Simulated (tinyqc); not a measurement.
Splitting and spin direction around the circle: two-dimensional electron gas with Rashba and Dresselhaus coupling.

H = c k^2/m + al (ky sx - kx sy) + b1 (kx sx - ky sy) + gam kx ky (kx sy - ky sx), s the Pauli matrices, x = [100], c = hbar^2/2m0, b1 = gam (pi/L)^2 (hard walls). H = c k^2/m + B.s, so E = c k^2/m -/+ |B| and the lower state has its spin along -B.

Constants: hbar^2/2m0 = 3.80998211 eV angstrom^2.

Inputs chosen for the exercise (of the size met in InSb; not measured data):
- m = 0.0133 m0 (mass)
- al = 0.55 eV angstrom (Rashba constant)
- gam = 398.5 eV angstrom^3 (bulk Dresselhaus constant)
- L = 144 angstrom (width of the (001) well)
- n = 18 1e11/cm^2 (sheet density (one subband filled))

At |k| = k0 = sqrt(2 pi n), 1e11/cm^2 = 1e-5/angstrom^2.

Around the circle:
```
phi (deg),Bx (meV),By (meV),splitting (meV),lower spin (deg)
0.0,6.3787,-18.4965,39.1309,109.0
22.5,10.9207,-14.5787,36.4308,126.8
45.0,12.2306,-12.2306,34.5935,135.0
67.5,14.5787,-10.9207,36.4308,143.2
90.0,18.4965,-6.3787,39.1309,161.0
112.5,19.5983,3.2359,39.7273,-170.6
135.0,13.9273,13.9273,39.3924,-135.0
157.5,3.2359,19.5983,39.7273,-99.4
```

What can be read from this table?

The splitting runs from 34.5935 meV at 45 to 39.7273 meV at 157.5 degrees. Along [110] it is 2 k |al + b1 - 2 b3| and along [-110] 2 k |al - b1 + 2 b3|, b3 = gam k^2/4. From 0 to 90 degrees the spin turns with k (+52 degrees), the sense of the Rashba term.

Run: tinyqc, `OMP_NUM_THREADS=1 python tinyqc.py 1451641 1451642 out.jsonl`; Intel(R) Xeon(R) Processor @ 2.30GHz, one thread, shared host; about 0.01 s of CPU time with all checks.
